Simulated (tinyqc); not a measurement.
Charge neutrality of a doped semiconductor with incomplete ionisation: one step, computed by the program tinyqc.

Energies are counted from the top of the valence band; E_D is measured down from the conduction band and E_A up from the valence band.

Question. Densities at the solution. n = N_c exp((E_F - E_g)/k_B T), p = N_v exp(-E_F/k_B T). N_D+ = N_D/(1 + g_D exp((E_F - E_g + E_D)/k_B T)).

Inputs (values chosen for the exercise, modelled on ZnO):

| quantity | value | unit |
|---|---|---|
| donor density N_D | 4.4e+15 | cm^-3 |
| donor depth E_D | 0.0457 | eV |
| donor degeneracy g_D | 2 | - |
| temperature T | 300 | K |

Doping: n-type. Statistics of the bands: Boltzmann.

Fermi level E_F (last iterate) = 3.277909 eV

gap E_g = 3.450810 eV

N_c = 3.481563e+18 cm^-3

N_v = 1.728677e+19 cm^-3

k_B T = 0.02585200 eV

Give: majority density n; minority density p; ionised share of the donors; distance of E_F from the majority band edge.

Answer.

majority density n = 4.337e+15 cm^-3

minority density p = 1.483e-36 cm^-3

ionised share of the donors = 0.9856

distance of E_F from the majority band edge = 0.1729 eV
